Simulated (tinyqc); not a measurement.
Film thickness from the threshold shift.

Question. Undoped body with a flat potential across it, hard walls, transport along x. One isotropic valley (g = 1, mx = my = mz = me). Non-parabolicity enters the subband edges through E (1 + al E) = gamma, so E = 2 gamma/(1 + sqrt(1 + 4 al gamma)); motion within a subband is taken as parabolic with the band-edge mass. Energies are counted from the bulk band edge. gamma = C (pi k/(t + dl))^2/mz, C = hbar^2/(2 m0). Each subband has N_k = g sqrt(mx my) m0 kB T/(pi hbar^2); without degeneracy n = exp(EF/Vt) sum N_k exp(-E_k/Vt). Classical value Nc times t, Nc = sum over valleys of 2 g (m m0 kB T/(2 pi hbar^2))^1.5 with m = (mx my mz)^(1/3). Threshold shift dVT = Vt ln(classical value/sum N_k exp(-E_k/Vt)). Find t and the lowest subband edge.

Values chosen for this exercise; masses close to those of In0.53Ga0.47As: temperature T = 300 K; mass at the band edge me = 0.0415 m0; non-parabolicity al = 1.2 1/eV; widening of the box by penetration into the insulator dl = 0.2 nm.

Constants: q = 1.602176634e-19 C, kB = 1.380649e-23 J/K, hbar = 1.054571817e-34 J s, m0 = 9.1093837015e-31 kg, Vt = kB T/q, hbar^2/(2 m0) = 0.0380998212 eV nm^2. Results are converted to the units shown.

dVT = 30.550141 mV

Answer. dVT is evaluated for trial values of t with all subbands; between 1.5 and 25 nm one value matches.

t = 14.3 nm
E_1 = 41.1 meV

tinyqc, about 0.04 s, one thread, Intel Xeon 2.30GHz (shared host): `OMP_NUM_THREADS=1 python tinyqc.py 2350141 2350142 out.jsonl`
